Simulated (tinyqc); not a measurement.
# Silicon n-p-n transistor, Gummel numbers and transit times: what changes with what

One-dimensional n-p-n transistor in the forward active mode at low injection. In the base p(x) = NB exp(-eta x/wb) and ni(x)^2 = ni^2 exp((g0 + g1 x/wb)/Vt); electrons leave the base at vsat; band spikes at the emitter junction and recombination inside the emitter are ignored.

Inputs (values chosen for the exercise); band and dielectric values close to those of silicon:
```
symbol    value        unit                                             meaning
T           300           K                                         temperature
Eg         1.13          eV                                            band gap
eps_r      11.6                                           relative permittivity
Nc      2.81e19       cm^-3              conduction-band density of states at T
Nv      2.69e19       cm^-3                 valence-band density of states at T
vsat      9.8e6        cm/s                                 saturation velocity
wb          210          nm                                  neutral base width
NB       1.1e17       cm^-3                     base doping at the emitter edge
eta         1.2                                  doping falls as exp(-eta x/wb)
g0            0          eV       gap reduction at the emitter edge of the base
g1            0          eV      further gap reduction across the base (linear)
Dn          5.9      cm^2/s          electron diffusion coefficient in the base
NE       5.3e19       cm^-3                                      emitter doping
gE        0.128          eV  gap reduction in the emitter (negative: wider gap)
we          280          nm                               neutral emitter width
Dp          2.8      cm^2/s           hole diffusion coefficient in the emitter
Se          6e6        cm/s       recombination velocity at the emitter contact
tb         3e-8           s                       electron lifetime in the base
NC       8.7e15       cm^-3                                    collector doping
VCB         1.4           V                         collector-base reverse bias
Cj          1.2     fF/um^2                        emitter junction capacitance
Rc           23    ohm um^2                   emitter plus collector resistance
mp          190  cm^2/(V s)                           hole mobility in the base
```

Constants: q = 1.602176634e-19 C, kB = 1.380649e-23 J/K, Vt = kB T/q, eps0 = 8.8541878128e-14 F/cm where lengths are in cm. Results are converted to the units shown.

Each table varies one quantity; the others keep the values above.

## Cut-off frequency against collector current

f(x) = p(x) ni^2/ni(x)^2; I(x) = integral from x to wb of f/Dn, plus f(wb)/vsat; base Gummel number GB = I(0); electron density per unit flux n/(J/q) = I/f; base transit time tauB = integral of I/f over the base. ni = sqrt(Nc Nv) exp(-Eg/(2 Vt)), Eg in volts; JC = J0 exp(VBE/Vt), J0 = q ni^2/GB; collector layer one-sided, Wc = sqrt(2 eps0 eps_r (Vbc + VCB)/(q NC)), Vbc = Vt ln(NB exp(-eta) NC/ni^2), Cjc = eps0 eps_r/Wc, tauC = Wc/(2 vsat). Delay 1/(2 pi fT) = tauE + tauB + tauC + tauR with tauE = Vt (Cj + Cjc)/JC and tauR = Rc Cjc. Charge stored in the emitter is left out. The Kirk effect, also left out, sets in near JC = q NC vsat. n(0) = (JC/q) I(0)/f(0).

The same in every row: tauB (ps) = 27.26; tauC (ps) = 2.870; tauR (ps) = 0.004199.

Cut-off frequency against collector current:

| JC (mA/um^2) | VBE (V) | tauE (ps) | fT (GHz) | JC/(q NC vsat) | n(0)/NB |
|---|---|---|---|---|---|
| 0.00014 | 0.6792 | 255.3 | 0.5576 | 0.001025 | 0.001671 |
| 0.00028 | 0.6971 | 127.6 | 1.009 | 0.002050 | 0.003342 |
| 0.00058 | 0.7160 | 61.62 | 1.734 | 0.004246 | 0.006922 |
| 0.0012 | 0.7348 | 29.78 | 2.656 | 0.008785 | 0.01432 |
| 0.0024 | 0.7527 | 14.89 | 3.534 | 0.01757 | 0.02864 |
| 0.0049 | 0.7711 | 7.294 | 4.252 | 0.03587 | 0.05848 |
| 0.01 | 0.7896 | 3.574 | 4.721 | 0.07321 | 0.1194 |
| 0.021 | 0.8088 | 1.702 | 4.999 | 0.1537 | 0.2506 |
| 0.042 | 0.8267 | 0.8510 | 5.136 | 0.3075 | 0.5013 |

fT rises from 0.558 to 5.14 GHz as the charging time falls as 1/JC; its limit for vanishing tauE is 5.28 GHz, of which the largest delay is tauB (90.5 %). tauE equals the other delays together at JC = 0.00119 mA/um^2. For JC = 0.021, 0.042 the electron density at the emitter edge exceeds a fifth of NB, beyond low injection.

## Effect of the neutral base width

ni = sqrt(Nc Nv) exp(-Eg/(2 Vt)), Eg in volts; GE = NE exp(-gE/Vt)(we/Dp + 1/Se); JC = J0 exp(VBE/Vt), J0 = q ni^2/GB; gain limited by back injection GE/GB, by base recombination tb/tauB, together 1/beta = the sum of the inverses; collector layer one-sided, Wc = sqrt(2 eps0 eps_r (Vbc + VCB)/(q NC)), Vbc = Vt ln(p(wb) NC/ni^2), Cjc = eps0 eps_r/Wc; Early voltage VA = GB q p(wb)/(f(wb) Cjc [1/Dn - (eta + g1/Vt)/(wb vsat)]), f(wb) = p(wb) exp(-(g0 + g1)/Vt), p(wb) = NB exp(-eta); tauC = Wc/(2 vsat). Peak fT here means 1/(2 pi (tauB + tauC + Rc Cjc)); base sheet resistance 1/(q mp times the integral of p).

The same in every row: tauC (ps) = 2.870.

Result of one run:

| wb (nm) | GB (s/cm^4) | GE/GB | tb/tauB | beta | VA (V) | tauB (ps) | peak fT (GHz) | base sheet resistance (kohm) |
|---|---|---|---|---|---|---|---|---|
| 120 | 1.337e11 | 28.52 | 3258 | 28.27 | 7.365 | 9.208 | 13.17 | 42.74 |

What becomes of these results when the neutral base width wb is changed from 120 to 78 nm, all else the same?

Result of the changed run:

| wb (nm) | GB (s/cm^4) | GE/GB | tb/tauB | beta | VA (V) | tauB (ps) | peak fT (GHz) | base sheet resistance (kohm) |
|---|---|---|---|---|---|---|---|---|
| 78 | 8.807e10 | 43.29 | 7403 | 43.03 | 5.026 | 4.053 | 22.98 | 65.75 |

The whole series:

| wb (nm) | GB (s/cm^4) | GE/GB | tb/tauB | beta | VA (V) | tauB (ps) | peak fT (GHz) | base sheet resistance (kohm) |
|---|---|---|---|---|---|---|---|---|
| 52 | 5.984e10 | 63.70 | 1.576e4 | 63.45 | 3.598 | 1.904 | 33.30 | 98.62 |
| 78 | 8.807e10 | 43.29 | 7403 | 43.03 | 5.026 | 4.053 | 22.98 | 65.75 |
| 120 | 1.337e11 | 28.52 | 3258 | 28.27 | 7.365 | 9.208 | 13.17 | 42.74 |
| 170 | 1.880e11 | 20.28 | 1661 | 20.04 | 10.16 | 18.06 | 7.603 | 30.17 |
| 260 | 2.857e11 | 13.34 | 724.2 | 13.10 | 15.21 | 41.42 | 3.593 | 19.72 |
| 380 | 4.160e11 | 9.164 | 343.1 | 8.926 | 21.96 | 87.44 | 1.762 | 13.50 |
| 570 | 6.222e11 | 6.126 | 153.8 | 5.892 | 32.63 | 195.1 | 0.8041 | 8.997 |
| 840 | 9.154e11 | 4.164 | 71.22 | 3.934 | 47.81 | 421.2 | 0.3753 | 6.105 |

As wb goes from 52 to 840, beta falls from 63.4 to 3.93, VA rises from 3.60 to 47.8 V, the peak fT falls from 33.3 to 0.375 GHz and the base sheet resistance falls from 98.6 to 6.11 kohm. The product beta VA changes by a factor of 0.824. Back injection limits the gain in every row. tauB goes as wb^(1.94), between the 2 of diffusion and the 1 of the exit-velocity term. For wb = 840 beta is under 5, where charge stored in the emitter, left out, would cut fT markedly. In every row the collector doping exceeds a tenth of the base doping at that edge, so the one-sided formulas are rough.

Range of the model: Heavy doping makes emitter or base degenerate; gE and g0 are to be read as apparent gap changes that include this.

Computed by the program tinyqc: `OMP_NUM_THREADS=1 python tinyqc.py 2320165 2320166 out.jsonl`, one thread of a shared Intel Xeon 2.30GHz, about 0.01 s for the whole run.
